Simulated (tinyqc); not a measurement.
Configuration-coordinate model of a defect: Huang-Rhys factor and luminescence line shape: one step, computed by the program tinyqc.

Ground state E_g(Q) = (1/2) omega_g^2 Q^2; excited state E_e(Q) = E_0 + (1/2) omega_e^2 (Q - dQ)^2 with omega_e = omega_g and E_0 = E_ZPL. Q is mass-weighted; the dipole does not depend on Q (Condon approximation).

Problem. Huang-Rhys factors and vertical energies. S = hbar omega dQ^2/(2 hbar^2/u) for each state; relaxation energy S hbar omega; absorption at E_0 + S_e hbar omega_e, emission at E_0 - S_g hbar omega_g; the Stokes shift is their difference.

Inputs (values chosen for the exercise, for a model defect): zero-phonon energy E_ZPL = 1.41 eV; displacement dQ = 0.613 u^(1/2) angstrom; ground-state phonon hbar omega_g = 116 meV.

Modes: equal frequencies in both states.

Constants: hbar^2/u = 4.18015928e-03 eV angstrom^2.

Give: S_g; S_e; relaxation energy, ground state; relaxation energy, excited state; vertical absorption energy; vertical emission energy; Stokes shift.

Solution.

S_g = 5.214

S_e = 5.214

relaxation energy, ground state = 0.6048 eV

relaxation energy, excited state = 0.6048 eV

vertical absorption energy = 2.015 eV

vertical emission energy = 0.8052 eV

Stokes shift = 1.210 eV

The coupling is strong: a broad band, with almost no zero-phonon line.
